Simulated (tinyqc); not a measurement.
Changing the fraction x of B: cluster expansion of a binary alloy: correlations, fit, cross-validation and ground states. Computed by tinyqc, a small Python program. Command: `OMP_NUM_THREADS=1 python tinyqc.py 3023481 3023482 out.jsonl clex sweep`. One thread of a shared host (Intel(R) Xeon(R) Processor @ 2.30GHz), about 0.1 s of CPU time with the checks.

s = +1 for A and -1 for B. Energy per site E = J0 + J1 P(point) + sum over clusters of m V P, with P the mean product of spins; V > 0 on a pair favours unlike neighbours. Clusters per site m: pair 1 2, pair 2 2, pair 3 2, triplet 4; the triplet is two first-neighbour bonds at a right angle. Formation energies are counted from the line between pure A and pure B, which removes J0 and J1.

Inputs (values chosen for the exercise, for a model alloy): first-pair interaction V1 = 4.85 meV; second-pair interaction V2 = 1.9 meV; third-pair interaction V3 = 0.52 meV; triplet interaction Vt = -0.53 meV; temperature T = 440 K.

Lattice: square.

Constants: k_B = 8.617333262e-05 eV/K.

Method. Random alloy: P(pair) = p^2, P(triplet) = p^3, p = 1 - 2x, so H_mix = (p^2 - 1) sum m V(pairs) + (p^3 - p) m Vt; G_mix = H_mix + k_B T [x ln x + (1 - x) ln(1 - x)]. To first order in 1/T the Warren-Cowley parameter of shell 1 is alpha_1 = -(1 - p^2) V_eff/(k_B T), V_eff = V1 + (number of triplets on a first-neighbour bond) p Vt, that number being 4.

One run for each value:
```
fraction x of B  mixing enthalpy H_mix (meV/site)  mixing free energy G_mix (meV/site)  alpha_1
0.05                                     -2.40008                                -9.93  -0.0147
0.15                                     -6.65856                               -22.69  -0.0453
0.25                                    -10.11000                               -31.43  -0.0750
0.35                                    -12.65264                               -37.20  -0.1011
0.45                                    -14.18472                               -40.28  -0.1211
0.55                                    -14.60448                               -40.70  -0.1322
0.65                                    -13.81016                               -38.36  -0.1317
0.75                                    -11.70000                               -33.02  -0.1169
0.85                                     -8.17224                               -24.20  -0.0852
0.95                                     -3.12512                               -10.65  -0.0339
```

Over the rows, mixing enthalpy H_mix (meV/site) goes from -2.40 through a minimum among these rows, -14.6 at 0.550, to -3.13; mixing free energy G_mix (meV/site) goes from -9.93 through a minimum among these rows, -40.7 at 0.550, to -10.7; alpha_1 goes from -0.0147 through a minimum among these rows, -0.132 at 0.550, to -0.0339. Pairs alone give a parabola symmetric about x = 1/2; the triplet tilts it, and H_mix(0.25) - H_mix(0.75) = 1.59 meV.

Extremes, crossings and ranges named in words are read from the listed rows.
